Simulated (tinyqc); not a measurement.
Kinetics of strain relaxation and threading dislocations in mismatched semiconductor layers: one step, computed by the program tinyqc. Command: `OMP_NUM_THREADS=1 python tinyqc.py 3030999 3031000 out.jsonl threading walk`. One thread of a shared host (Intel(R) Xeon(R) Processor @ 2.30GHz), about 0.01 s of CPU time with the checks.

60-degree dislocations on {111} planes of a (001) layer, isotropic elasticity. The Schmid factor is 1/sqrt(6), and a misfit segment relieves strain with b/2.

Task: Relaxation in the anneal. Excess resolved stress tau = (1/sqrt 6) [2 G (1 + nu)/(1 - nu)] (e - e_eq), e_eq = b (1 - nu/4) [ln(h/b) + 1]/(4 pi (1 + nu) h), the Matthews-Blakeslee strain of an uncapped layer; glide velocity v = v0 tau exp(-Q/(k_B T)), tau in MPa. Threads run in two directions, so de/dt = -(b/4) rho v, and they multiply as d rho/dt = delta rho v. With x = e - e_eq, x0 = f - e_eq (fully strained at t = 0) and v = m S x (m the mobility, S x = tau): rho = rho_0 + (4 delta/b)(x0 - x), so dx/dt = -k x (a - x), k = delta m S, a = x0 + b rho_0/(4 delta): a logistic law, x = a/[1 + (a/x0 - 1) exp(k a t)]. The half time is that at which x = x0/2.

Inputs (values chosen for the exercise, modelled on GaAs on Si):
```
quantity                         value      unit
misfit f                        0.0385         -
shear modulus G                   47.2       GPa
Poisson ratio nu                  0.31         -
Burgers vector b                     4  angstrom
anneal temperature T               563         K
anneal time t                       37         s
initial thread density rho_0   1.1e+06    1/cm^2
multiplication constant delta     5200       1/m
```

Sources: multiplication.

mobility v/tau = 3.535367e-09 m/s per MPa

equilibrium strain e_eq = 0.009456751

Give: strain left e; share of the excess strain relieved; thread density; half time.

Result:

strain left e = 0.037825

share of the excess strain relieved = 2.3228 %

thread density = 4.6080e+06 1/cm^2

half time = 125.45 s

The layer stays metastable: too few threads move too slowly. The misfit lines laid down are 0.30 micrometre apart. Caution: at stresses above about 1 GPa the linear velocity law understates glide, as stress lowers the kink barrier. Caution: at such misfit the layer islands and relaxes during the first nanometres, so a uniform strained start is an idealisation.
